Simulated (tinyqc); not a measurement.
Inversion layer as a triangular well, valleys of the Ge type: one step. Fermi level and populations.

Subband i holds n_i = g m_d/(2 pi c) kB T ln(1 + exp((EF - E_i)/kB T)) (spin included), and EF is fixed by sum n_i = Ns over the levels listed or, where none are listed, over j = 0 to 9 of each group; 1e12/cm^2 = 1e-4/angstrom^2.

Constants: hbar^2/2m0 = 3.80998211 eV angstrom^2; kB = 8.617333262e-05 eV/K.

Inputs chosen for the exercise (out of a larger set: near those of Ge; not measured data): Ns = 1.3 x 1e12/cm^2 (electron sheet density); T = 300 K (temperature).

Subbands:

| label | valleys g | m_d (m0) | E (eV) | <z> (angstrom) |
|---|---|---|---|---|
| 0 | 4 | 0.294719 | 0.187937 | 31.1824 |
| 1 | 4 | 0.294719 | 0.328590 | 54.5194 |
| 2 | 4 | 0.294719 | 0.443743 | 73.6255 |
| 3 | 4 | 0.294719 | 0.545516 | 90.5117 |
| 4 | 4 | 0.294719 | 0.638550 | 105.9478 |
| 5 | 4 | 0.294719 | 0.725241 | 120.3315 |
| 6 | 4 | 0.294719 | 0.807030 | 133.9019 |
| 7 | 4 | 0.294719 | 0.884866 | 146.8164 |
| 8 | 4 | 0.294719 | 0.959418 | 159.1859 |
| 9 | 4 | 0.294719 | 1.031178 | 171.0924 |

Problem. Solve for EF; c = hbar^2/2m0. The mean distance is sum n_i <z>_i/Ns.

Give: EF; Populations; mean distance from the surface.

Solution.

EF = 0.1302 eV

Populations:

| label | (EF - E)/kB T | n (1e12/cm^2) | share (%) |
|---|---|---|---|
| 0 | -2.24 | 1.294 | 99.5 |
| 1 | -7.68 | 0.006 | 0.5 |
| 2 | -12.13 | 0.000 | 0.0 |
| 3 | -16.07 | 0.000 | 0.0 |
| 4 | -19.67 | 0.000 | 0.0 |
| 5 | -23.02 | 0.000 | 0.0 |
| 6 | -26.18 | 0.000 | 0.0 |
| 7 | -29.19 | 0.000 | 0.0 |
| 8 | -32.08 | 0.000 | 0.0 |
| 9 | -34.85 | 0.000 | 0.0 |

mean distance from the surface = 31.29 angstrom

The lowest subband holds 99.5 % of the electrons and is partly degenerate (EF within a few kB T of its edge).

Program tinyqc; command `OMP_NUM_THREADS=1 python tinyqc.py 1281068 1281069 out.jsonl`; about 0.02 s on one thread of a shared Intel(R) Xeon(R) Processor @ 2.30GHz.
